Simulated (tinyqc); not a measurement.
Minority-electron transport through the base of a bipolar transistor (Moll-Ross and Kroemer integrals): one step, computed by the program tinyqc. Command: `OMP_NUM_THREADS=1 python tinyqc.py 3008435 3008436 out.jsonl base walk`. One thread of a shared host (Intel(R) Xeon(R) Processor @ 2.30GHz), about 0.01 s of CPU time with the checks.

Low injection, one dimension, x from the emitter edge (0) to the collector edge (W), s = x/W. Recombination is treated as a small correction (valid for tau_B well below tau_n), computed from the stored charge.

Problem. Profile and built-in field. N(x) = N_0 (ratio)^(-s); n_i(x)^2 = n_i^2 exp(s dE_g/k_B T); D(x) = (k_B T/e) mu, mu = mu_min + (mu_max - mu_min)/(1 + (N/N_ref)^0.7). Field that drives electrons towards the collector, averaged over the base: (k_B T/e) ln[N_0 n_i(W)^2/(N(W) n_i^2)]/W.

Inputs (values chosen for the exercise, modelled on SiGe): base doping at the emitter edge N_0 = 5.4e+18 1/cm^3; base width W = 440 nm; mu_min = 160 cm^2/(V s); mu_max = 1070 cm^2/(V s); N_ref = 8e+16 1/cm^3; temperature T = 300 K; doping ratio N_0/N(W) = 20; gap narrowing across the base dE_g = 21 meV.

Base doping profile: exponential. Gap grading: linear. Exit of the base: saturation velocity.

Constants: k_B = 8.617333262e-05 eV/K.

Give: Across the base; drift factor eta (potential drop in k_B T/e); mean built-in field.

Solution.

Across the base:
```
s    N (1/cm^3)  n_i(x)^2/n_i^2  D (cm^2/s)  y (s/cm^5)
0.0   5.400e+18           1.000        5.31   1.017e+18
0.2   2.966e+18           1.176        5.87   4.293e+17
0.4   1.629e+18           1.384        6.68   1.762e+17
0.6   8.949e+17           1.628        7.80   7.047e+16
0.8   4.916e+17           1.915        9.29   2.762e+16
1.0   2.700e+17           2.253       11.17   1.073e+16
```

drift factor eta (potential drop in k_B T/e) = 3.808

mean built-in field = 2.237 kV/cm
